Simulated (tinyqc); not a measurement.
Choice of the trial orbital: Wannier function of the lower band of a two-orbital chain.

H(k) = [[-d/2 - 2 ta cos k, -t1 - t2 exp(-ik)], [-t1 - t2 exp(ik), d/2 - 2 tb cos k]], k in 1/a, Bloch sums with exp(ikR) and without the positions inside the cell. Mesh k_j = 2 pi j/N. Projection gauge: each lower eigenvector u is multiplied by the phase that makes <trial|u> real and positive (the one-band case of Loewdin orthogonalisation). Wannier amplitudes w(R) = (1/N) sum_k exp(ikR) u(k); hoppings H(R) = (1/N) sum_k exp(-ikR) E(k).

Values chosen for the exercise:
- d = 0.25 eV (A at -d/2, B at +d/2)
- t1 = 1.9 eV (A-B in the cell)
- t2 = 1.67 eV (B to A of the next cell)
- ta = -0.08 eV (A-A between cells)
- tb = 0.07 eV (B-B between cells)
- xb = 0.47 a (position of B (A at 0))

N = 16. Centre, Omega_I and Omega_D from overlaps (b = 2 pi/N, M_j = u_j^+ diag(1, exp(-i b xb)) u_(j+1); Omega_D = (1/(N b^2)) sum (arg M_j + b centre)^2).

Trial angle:
```
th (deg)  smallest projection  centre (a)  Omega_I (a^2)  Omega_D (a^2)
0                       0.705      0.0996        0.23470        0.03217
15                      0.835      0.0996        0.23470        0.00098
30                      0.874      0.0996        0.23470        0.01190
45                      0.854      0.0996        0.23470        0.06030
60                      0.766      0.0996        0.23470        0.15898
75                      0.573      0.0996        0.23470        0.34735
90                      0.341      0.0996        0.23470        0.72332
```

Omega_I is the same for all. Omega_D is smallest at 15 degrees (0.00098) and largest at 90 (0.72332). The centre does not move.

Run: tinyqc, `OMP_NUM_THREADS=1 python tinyqc.py 1452147 1452148 out.jsonl`; Intel(R) Xeon(R) Processor @ 2.30GHz, one thread, shared host; about 0.2 s of CPU time with all checks.
